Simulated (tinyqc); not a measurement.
Raising D: domain walls in a thin film with perpendicular anisotropy: Bloch, Neel and chiral walls, motion and stripe domains. Computed by tinyqc, a small Python program. Command: `OMP_NUM_THREADS=1 python tinyqc.py 3016352 3016353 out.jsonl mwall walk`. One thread of a shared host (Intel(R) Xeon(R) Processor @ 2.30GHz), about 0.01 s of CPU time with the checks.

One-dimensional wall: polar angle theta(x), azimuth phi of the moment in the wall (phi = 0 Neel, 90 degrees Bloch). mu_0 = 1.25663706212e-6 T m/A, gamma = 1.76085963023e11 rad/(s T).

Inputs (values chosen for the exercise, for a model film):

| quantity | value | unit |
|---|---|---|
| saturation magnetisation M_s | 1200 | kA/m |
| exchange stiffness A | 17 | pJ/m |
| uniaxial anisotropy K_u | 1120 | kJ/m^3 |
| DMI constant D | 0.064 | mJ/m^2 |
| thickness t | 1.4 | nm |

Method. K_eff = K_u - mu_0 M_s^2/2; Delta = sqrt(A/K_eff); sigma_0 = 4 sqrt(A K_eff); profile theta = 2 arctan exp(x/Delta); quality factor Q = 2 K_u/(mu_0 M_s^2). sigma(phi) = sigma_0 + 2 Delta K_D cos^2(phi) - pi D cos(phi), with the wall shape anisotropy K_D = N_x mu_0 M_s^2/2, N_x = t ln 2/(pi Delta). The minimum has cos(phi) = D/D_N for D < D_N = 4 Delta K_D/pi and phi = 0 beyond; sigma turns negative at D_c = (sigma_0 + 2 Delta K_D)/pi.

D_N = 0.355841 mJ/m^2

D_c = 2.61336 mJ/m^2

width parameter Delta = 8.88755 nm

sigma_0 = 7.65116 mJ/m^2

Wall against D; the last column is the Kaplan-Gehring width, log10[0.955 t exp(pi sigma/(mu_0 M_s^2 t))/nm], with a dash where it falls below 10 Delta and the formula fails:

| D (mJ/m^2) | phi (degrees) | sigma (mJ/m^2) | sigma/sigma_0 | log10 domain width |
|---|---|---|---|---|
| 0.071 | 78.491 | 7.6289 | 0.99709 | 4.2348 |
| 0.180 | 59.613 | 7.5081 | 0.98131 | 4.1697 |
| 0.280 | 38.106 | 7.3051 | 0.95477 | 4.0603 |
| 0.520 | 0.000 | 6.5765 | 0.85954 | 3.6680 |
| 1.000 | 0.000 | 5.0685 | 0.66245 | 2.8558 |
| 1.600 | 0.000 | 3.1836 | 0.41609 | - |
| 2.100 | 0.000 | 1.6128 | 0.21079 | - |
| 2.400 | 0.000 | 0.6703 | 0.08761 | - |

What follows from these numbers?

D_N is 14 % of D_c, so a small D fixes the chirality long before it lowers the energy much. Beyond D_N sigma falls by pi per unit of D, and the domain width, which has sigma in an exponent, drops by 1.4 decades over the valid rows (values above 6 mean a single domain in any device).

Extremes, crossings and ranges named in words are read from the listed rows.
